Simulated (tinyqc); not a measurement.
# Free and trapped electrons in a MOS channel with a dense trap tail: effects of single changes

p-type body, charge-sheet picture, full ionisation (an idealisation for deep acceptors), Boltzmann statistics for free electrons. e = Ec - EF at the surface. Acceptor-like traps of density D(E) = D0 + De exp(-E/Ew) at depth E below Ec, from 0 to Eu, hold n_t = integral of D(E)/(1 + exp((e - E)/Vt)). psi = Eg - Vt ln(Nv/Na) - e; N_dep = sqrt(2 eps0 eps_r Na (psi - Vt)/q); n_f = sqrt(N_dep^2 + 2 eps0 eps_r Vt Nc exp(-e/Vt)/q) - N_dep; Vg = Vfb + psi + q (N_dep + n_t + n_f)/Cox, Cox = eps0 eox/tox.

Inputs (values chosen for the exercise); band and dielectric values close to those of gallium nitride:
```
symbol    value         unit                                             meaning
T           300            K                                         temperature
Eg         3.35           eV                                            band gap
eps_r      9.65                                            relative permittivity
Nc      2.32e18        cm^-3              conduction-band density of states at T
Nv      4.55e19        cm^-3                 valence-band density of states at T
eox         3.9                           relative permittivity of the insulator
tox          46           nm                                 insulator thickness
Na       1.3e16        cm^-3                                    acceptor density
Vfb       -2.95            V            flat-band voltage without trapped charge
D0       3.7e10  cm^-2 eV^-1  constant background density of acceptor-like traps
De       4.6e13  cm^-2 eV^-1          density of the tail at the conduction edge
Ew         0.08           eV                            decay energy of the tail
Eu         0.76           eV        depth below Ec down to which the traps reach
mf           73   cm^2/(V s)                          mobility of free electrons
```

Constants: q = 1.602176634e-19 C, kB = 1.380649e-23 J/K, Vt = kB T/q, eps0 = 8.8541878128e-14 F/cm where lengths are in cm. Results are converted to the units shown.

Each table varies one quantity; the others keep the values above.

## Free and trapped charge against gate voltage

Free share n_f/(n_f + n_t); swing ln 10 n_f/(dn_f/dVg); field-effect mobility mf q (dn_f/dVg)/Cox, for a constant mf; oxide field q (N_dep + n_t + n_f)/(eps0 eox).

Free and trapped charge against gate voltage:
columns A: Vg (V); B: e (eV); C: n_f (cm^-2); D: n_t (cm^-2); E: free share (%); F: swing (mV/decade); G: field-effect mobility (cm^2/(V s)); H: oxide field (MV/cm)
```
A            B         C         D         E      F         G       H
1.3     0.3536   5.925e5  6.765e10  8.759e-4  163.2  0.001302  0.3184
2.8     0.1546   1.259e9  6.540e11    0.1922   1079    0.4188  0.6012
4.2    0.09858  1.083e10  1.268e12    0.8468   2005     1.938  0.8934
5.6    0.06323  4.131e10  1.873e12     2.158   2838     5.222   1.190
7.1    0.03374  1.214e11  2.479e12     4.670   3565     12.22   1.510
8.5   0.009225  2.810e11  2.961e12     8.668   4131     24.41   1.809
9.9   -0.01388  5.776e11  3.307e12     14.87   4926     42.07   2.108
11.4  -0.03570  1.066e12  3.509e12     23.30   6591     58.02   2.429
12.8  -0.05208  1.626e12  3.596e12     31.13   8896     65.55   2.730
```

Read the table: what changes, and by how much?

n_f reaches 1e11 cm^-2 at Vg = 6.80 V, against 1.76 V without traps. The free share rises from 8.76e-4 to 31.1 % and the field-effect mobility rises from 0.00130 to 65.6 cm^2/(V s), although mf = 73 is constant: in the last row 89.8 % of Cox dVg goes into free electrons. The swing in the first row is 163 mV a decade (Vt ln 10 = 59.5). For Vg = 7.1, 8.5, 9.9, 11.4, 12.8 EF lies less than 2 Vt below the band edge, or above it, where degeneracy and confinement, left out, matter.

## Effect of the decay energy of the tail

VT is the Vg for n_f = 1e11 cm^-2; swing ln 10 n_f/(dn_f/dVg) at n_f = 1e8 cm^-2; the last three columns are for Vg = VT + 3.7 V, with free share n_f/(n_f + n_t) and field-effect mobility mf q (dn_f/dVg)/Cox; there EF is near the band edge, where Boltzmann statistics are rough.

Effect of the decay energy of the tail:
columns A: Ew (eV); B: e at VT (eV); C: VT (V); D: q n_t/Cox at VT (V); E: swing (mV/decade); F: n_f (cm^-2); G: free share (%); H: field-effect mobility (cm^2/(V s))
```
A           B      C      D      E         F      G      H
0.03  0.03917  3.010  1.253  94.89  1.102e12  46.35  62.26
0.05  0.03917  4.379  2.623  192.8  9.051e11  29.94  56.11
0.07  0.03917  5.964  4.208  395.7  7.939e11  21.07  51.37
0.09  0.03917  7.666  5.910  660.2  7.247e11  15.87  47.83
0.11  0.03917  9.432  7.675  945.5  6.782e11  12.57  45.17
0.13  0.03917  11.23  9.469   1228  6.451e11  10.34  43.14
0.15  0.03917  13.02  11.26   1496  6.204e11  8.764  41.54
0.17  0.03917  14.80  13.04   1746  6.014e11  7.601  40.26
```

As Ew goes from 0.03 to 0.17, VT rises from 3.01 to 14.8 V, its part due to traps rises from 1.25 to 13.0 V, the swing rises from 94.9 to 1750 mV/decade and the field-effect mobility falls from 62.3 to 40.3 cm^2/(V s). In every row e is under 2 Vt already at VT, so VT too is rough.

Program tinyqc, `OMP_NUM_THREADS=1 python tinyqc.py 2222244 2222245 out.jsonl`; Intel Xeon 2.30GHz, shared host, one thread, about 0.02 s.
